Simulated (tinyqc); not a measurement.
Resistance of a source-drain extension with a graded tip: two steps of the calculation.

y runs along the channel, the gate covers y > 0. The doping is N0 for y < y0 and N0 10^(-(y - y0)/la) beyond, uniform over the depth xj. Sheet conductance s(y) = q mu(N) max(N - Nch, 0) xj + (for y > 0) ma Cox Vo, with mu(N) = u0 + (u1 - u0)/(1 + (N/Nr)^au) and Cox = eps0 eox/tox. Current is taken as one-dimensional; depletion of the tip, spreading and the contact are left out. The metallurgical junction lies at yj, where N = Nch.

Inputs (values chosen for the exercise); mobility law close to that of electrons in silicon:
- eox = 7.52 (relative permittivity of the gate insulator (close to silicon nitride))
- tox = 2.9 nm (insulator thickness)
- N0 = 5.8e19 cm^-3 (active doping of the extension far from the gate)
- la = 6 nm/decade (lateral abruptness)
- y0 = -0.9 nm (position under the gate where the fall begins (gate edge at 0))
- xj = 25 nm (depth of the extension)
- Nch = 1.5e18 cm^-3 (channel doping)
- Vo = 0.32 V (gate overdrive)
- ma = 140 cm^2/(V s) (mobility of the gate-induced layer)
- u1 = 1414 cm^2/(V s) (mobility at low doping)
- u0 = 68.5 cm^2/(V s) (mobility at high doping)
- Nr = 9.2e16 cm^-3 (reference doping)
- au = 0.711 (exponent)
- Lg = 60 nm (gate length)

Constants: q = 1.602176634e-19 C, eps0 = 8.8541878128e-14 F/cm where lengths are in cm. Results are converted to the units shown.

Question 1. Sheet resistances and junction position. yj = y0 + la log10(N0/Nch); sheet resistance of the full extension 1/[q mu(N0)(N0 - Nch) xj] and of the gate-induced layer 1/(ma Cox Vo); metallurgical length Lg - 2 yj; ye is where the doped and the gate-induced conductances are equal.

Find: yj; sheet resistance of the extension; sheet resistance of the induced layer; metallurgical length; ye; N at ye.

Answer 1.

yj = 8.624 nm
sheet resistance of the extension = 538.1 ohm/square
sheet resistance of the induced layer = 9722 ohm/square
metallurgical length = 42.75 nm
ye = 6.832 nm
N at ye = 2.984e18 cm^-3

The gate takes over 1.79 nm before the junction, where N is still 1.99 times the channel doping.

Question 2. Resistance of the overlapped part. Midpoint rule on 9 equal steps from 0 to yj: R_ov = sum h/s(y), per width.

Give: y; N; doped conductance; sheet resistance; R_ov.

Answer 2.

y, point 0 to 8 (nm): [0.47911, 1.4373, 2.3956, 3.3538, 4.3120, 5.2702, 6.2285, 7.1867, 8.1449]
N, point 0 to 8 (cm^-3): [3.4165e19, 2.3652e19, 1.6374e19, 1.1336e19, 7.8480e18, 5.4332e18, 3.7614e18, 2.6040e18, 1.8028e18]
doped conductance, point 0 to 8 (uS): [1154.5, 834.29, 604.53, 437.35, 313.24, 218.49, 143.35, 80.838, 25.866]
sheet resistance, point 0 to 8 (ohm/square): [795.32, 1067.1, 1413.6, 1851.1, 2403.3, 3111.9, 4061.6, 5443.7, 7768.4]
R_ov = 26.750 ohm um

Program tinyqc, `OMP_NUM_THREADS=1 python tinyqc.py 2282162 2282163 out.jsonl`; Intel Xeon 2.30GHz, shared host, one thread, about 0.04 s.
